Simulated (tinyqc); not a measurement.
What the shift does to the intrinsic density: temperature and isotope dependence of a band gap in oscillator models.

E(T) = E0 - sum_i sl_i th_i n_i(T), n = 1/(exp(th/T) - 1). The same coupling lowers the gap at 0 K by the zero-point term ZP = sum_i sl_i th_i/2, so the gap of the static lattice is E0 + ZP. Thermal expansion is taken as part of the slopes.

Constants: kB = 8.617333262e-05 eV/K; hbar^2/2m0 = 3.80998211 eV angstrom^2.

Parameters, chosen for this exercise (near those of GaAs; the results hold for these values, not for the real material):
```
symbol  value             unit   meaning
E0      1.505             eV     gap at 0 K
th      (95, 325)         K      temperatures of two oscillators
sl      (0.1828, 0.2982)  meV/K  their high-temperature slopes
mm      0.2               m0     geometric mean of the density-of-states masses
```

ni = 2 (mm kT/(4 pi c))^(3/2) exp(-E/2kT), c = hbar^2/2m0, with E(T) and with E0; 1 angstrom^-3 = 1e24 cm^-3. Apparent gap from an Arrhenius plot of ni/T^(3/2): E(T) - T dE/dT, dE/dT = -sum sl_i (th_i/T)^2 n_i (1 + n_i).

Results:
```
T (K)  E(T) (eV)  ni (cm^-3)  ni with E(T) / ni with E0  apparent gap (eV)
200       1.4527       0.608                      4.563             1.5366
250       1.4311    6.42e+03                      5.554             1.5412
300       1.4088    3.29e+06                      6.428             1.5444
350       1.3860    2.97e+08                      7.190             1.5468
400       1.3629    8.97e+09                      7.855             1.5486
500       1.3162    1.12e+12                      8.948             1.5512
700       1.2215    3.21e+14                     10.484             1.5543
```

What does the comparison show, and why?

Using E0 in place of E(T) understates ni by a factor that rises from 4.56 to 10.48, towards exp(sum sl/2kB) = 16.3. The slope of an Arrhenius plot returns neither E(T) nor E0 but the intercept of the tangent, 1.5444 eV at 300 K, which lies 39 meV above E0 and tends to the static gap 1.5621 eV.

Run: tinyqc, `OMP_NUM_THREADS=1 python tinyqc.py 1850607 1850608 out.jsonl`; Intel(R) Xeon(R) Processor @ 2.30GHz, one thread, shared host; about 0.01 s of CPU time with all checks.
